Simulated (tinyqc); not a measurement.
# AlGaN/GaN HEMT with access regions, lumped model: what changes with what

A polarisation-induced electron sheet under a Schottky gate, in series with two ungated access regions and contacts. Drift law v = mu E/(1 + mu E/vs) under the gate. Currents in mA/mm, resistances in ohm mm. No self-heating, no channel-length modulation; fits for polarisation, barrier and offset are chosen for the exercise.

Values chosen for this exercise; values close to those of AlGaN/GaN structures: aluminium share of the barrier x = 0.27; barrier thickness d = 15 nm; relative permittivity of barrier and channel eps_r = 9.3; channel mobility mu = 1600 cm^2/(V s); saturation velocity vs = 1.1e7 cm/s; gate length Lg = 1.5 um; source access length Ls = 1 um; drain access length Ld = 1.5 um; resistance of each contact Rc = 0.37 ohm mm; share of the drain-access electrons removed by traps ft = 0; gate voltage Vg = 0 V; critical field Ec = 2.6 MV/cm; depth over which the depleted charge spreads te = 0.15 um; relative permittivity of that insulator ei = 3.9.

Constants: q = 1.602176634e-19 C, eps0 = 8.8541878128e-14 F/cm where lengths are in cm. Results are converted to the units shown.

Each table varies one quantity; the others keep the values above.

## Effect of the source access length

sigma = (5e13 x + 1.6e13 x^2) cm^-2, phiB = 0.84 + 1.3 x, dEc = 0.7 (1.71 x + x^2) in volts, Cb = eps0 eps_r/d, VT = phiB - dEc - q sigma/Cb, access density n0 = -Cb VT/q. Access resistance R(L, n) = L/(q mu n sqrt(1 - (I/(q n vs))^2)); Rs = Rc + R(Ls, n0), Rd = Rc + R(Ld, (1 - ft) n0). Vg' = Vg - I Rs, Vd' = Vd - I (Rs + Rd); with u = Vg' - VT, Vc = vs Lg/mu and w the smaller of Vd' and Vc [sqrt(1 + 2 u/Vc) - 1] (0 if negative), the channel gives (mu Cb/Lg)(u w - w^2/2)/(1 + w/Vc). I equals that channel current. Isat is I at Vd = 10 V, gm = dIsat/dVg, Ron the limit of Vd/I at small Vd.

The same in every row: VT (V) = -3.464; n0 (cm^-2) = 1.187e13.

Effect of the source access length:
```
Ls (um),Ron (ohm mm),Isat (mA/mm),gm (mS/mm)
0.1,1.759,852.3,325.7
0.3,1.825,832.9,315.8
0.6,1.923,805.8,302.4
1,2.055,772.8,286.8
1.5,2.219,735.8,270.0
2.5,2.548,673.0,242.7
4,3.041,598.5,212.1
```

What does the comparison show?

As Ls goes from 0.1 to 4 um, Ron rises from 1.76 to 3.04 ohm mm, Isat falls from 852 to 599 mA/mm and gm falls from 326 to 212 mS/mm. The ceiling Cb vs is 604 mS/mm. In every row the power passes 5 W/mm, where self-heating, left out here, lowers the current.

## Effect of the share of the drain-access electrons removed by traps

Same model as above.

The same in every row: VT (V) = -3.464; n0 (cm^-2) = 1.187e13.

Result of one run:
```
ft,Ron (ohm mm),Isat (mA/mm),gm (mS/mm)
0.7,3.205,623.1,0.4700
```

What becomes of these results when the share of the drain-access electrons removed by traps ft is changed from 0.7 to 0.1, all else the same?

Result of the changed run:
```
ft,Ron (ohm mm),Isat (mA/mm),gm (mS/mm)
0.1,2.110,772.8,286.8
```

The whole series:
```
ft,Ron (ohm mm),Isat (mA/mm),gm (mS/mm)
0,2.055,772.8,286.8
0.1,2.110,772.8,286.8
0.2,2.178,772.8,286.8
0.3,2.266,772.8,286.8
0.4,2.383,772.8,286.8
0.5,2.548,772.8,286.8
0.6,2.794,772.8,286.8
0.7,3.205,623.1,0.4700
```

As ft goes from 0 to 0.7, Ron rises from 2.05 to 3.21 ohm mm, Isat falls from 773 to 623 mA/mm and gm falls from 287 to 0.470 mS/mm. The ceiling Cb vs is 604 mS/mm. In every row the power passes 5 W/mm, where self-heating, left out here, lowers the current. At ft = 0.7 the gated channel is not yet saturated at 10 V, because the access regions take the voltage, and gm drops.

## Field plate: effect of the insulator under the field plate

Off state: a depleted stretch that holds the voltage V has the peak field sqrt(k V), k = 2 q n0/(eps0 eps_r te), so one edge holds V1 = Ec^2/k. The sheet under the plate pinches off at Vf = q n0 (1/Cb + tf/(eps0 ei)); beyond it the gate edge is screened. BV = V1 if Vf >= V1, else Vf + V1, and at most Ec Ld.

The same in every row: V1 (V) = 21.96; Ec Ld (V) = 390.0.

Field plate: effect of the insulator under the field plate:
```
tf (nm),Vf (V),BV (V)
3.4,5.336,27.29
5,6.217,28.17
7.4,7.538,29.49
11,9.521,31.48
16,12.27,34.23
24,16.68,38.64
36,23.29,21.96
54,33.20,21.96
```

Read the table: what changes, and by how much?

BV goes from 27.3 through a maximum of 38.6 (at tf = 24 nm among the rows listed) to 22.0 V. The plate helps (Vf < V1) in 6 of the 8 rows, and the access length caps BV in 0. The best thickness makes Vf just under V1, tf = 33.6 nm, where both edges reach Ec together and BV nears 2 V1.

tinyqc, about 0.01 s, one thread, Intel Xeon 2.30GHz (shared host): `OMP_NUM_THREADS=1 python tinyqc.py 2570064 2570065 out.jsonl`
